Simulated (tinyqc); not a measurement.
# Metal gate on a two-layer dielectric stack with fixed charge and a dipole: flat band against the thickness t2

Gate, layer 2, layer 1, p-type semiconductor; x runs from the gate inwards. Charges are counted in units of +q. psi is the band bending at the surface, positive towards inversion. Classical charge, Boltzmann statistics, no interface traps.

EOT = 3.9 (t1/e1 + t2/e2), Cox = eps0/(t1/e1 + t2/e2); phi_ms = pM - (chi + Eg - Vt ln(Nv/Na)). Vfb = phi_ms + Vd - (q/eps0) [Q1 (t1/e1 + t2/e2) + Q2 t2/e2 + r1 (t1^2/(2 e1) + t1 t2/e2) + r2 t2^2/(2 e2)]: each charge counts with its electrical distance from the gate. ni = sqrt(Nc Nv) exp(-Eg/(2 Vt)), Eg in volts, pB = Vt ln(Na/ni), Vth = Vfb + 2 pB + sqrt(4 q eps0 eps_r Na pB)/Cox.

Parameters, values chosen for the exercise; band and dielectric values close to those of In0.53Ga0.47As, layer 1 close to silicon dioxide, layer 2 close to hafnium oxide: temperature T = 300 K; band gap Eg = 0.746 eV; relative permittivity eps_r = 13.8; conduction-band density of states at T Nc = 2.08e17 cm^-3; valence-band density of states at T Nv = 7.79e18 cm^-3; electron affinity chi = 4.47 eV; acceptor density Na = 1.9e16 cm^-3; work function of the gate metal pM = 4.5 eV; thickness of layer 1, next to the semiconductor t1 = 1 nm; relative permittivity of layer 1 e1 = 3.99; relative permittivity of layer 2 e2 = 21.2; fixed charge at the semiconductor interface Q1 = 1.1e11 cm^-2; fixed charge between the layers Q2 = -3.6e12 cm^-2; uniform charge density in layer 1 r1 = 0 cm^-3; uniform charge density in layer 2 r2 = -8.5e18 cm^-3; flat-band shift by a dipole layer between the layers Vd = 0 V.

Constants: q = 1.602176634e-19 C, kB = 1.380649e-23 J/K, Vt = kB T/q, eps0 = 8.8541878128e-14 F/cm where lengths are in cm. Results are converted to the units shown.

Result of one run:

| t2 (nm) | EOT (nm) | Vfb (V) | Vth (V) |
|---|---|---|---|
| 2.3 | 1.401 | -0.4778 | 0.07628 |

What becomes of these results when the thickness of layer 2, next to the gate t2 is changed from 2.3 to 10 nm, all else the same?

Result of the changed run:

| t2 (nm) | EOT (nm) | Vfb (V) | Vth (V) |
|---|---|---|---|
| 10 | 2.817 | 0.09518 | 0.6749 |

The whole series:

| t2 (nm) | EOT (nm) | Vfb (V) | Vth (V) |
|---|---|---|---|
| 1 | 1.161 | -0.5320 | 0.01765 |
| 2.3 | 1.401 | -0.4778 | 0.07628 |
| 3.6 | 1.640 | -0.4112 | 0.1472 |
| 4.9 | 1.879 | -0.3324 | 0.2303 |
| 6.1 | 2.100 | -0.2488 | 0.3180 |
| 7.4 | 2.339 | -0.1464 | 0.4247 |
| 8.7 | 2.578 | -0.03173 | 0.5437 |
| 10 | 2.817 | 0.09518 | 0.6749 |

Vfb rises from -0.532 to 0.0952 V and Vth rises from 0.0177 to 0.675 V. The slope dVfb/dEOT is 227 mV/nm between the first two rows and 531 between the last two: the charge inside the growing layer bends the line. A line through the end rows meets EOT = 0 at -0.972 V, against phi_ms + Vd = -0.560 V; an effective work function read from it is off by -412 mV from pM.

tinyqc, about 0.01 s, one thread, Intel Xeon 2.30GHz (shared host): `OMP_NUM_THREADS=1 python tinyqc.py 2010004 2010005 out.jsonl`
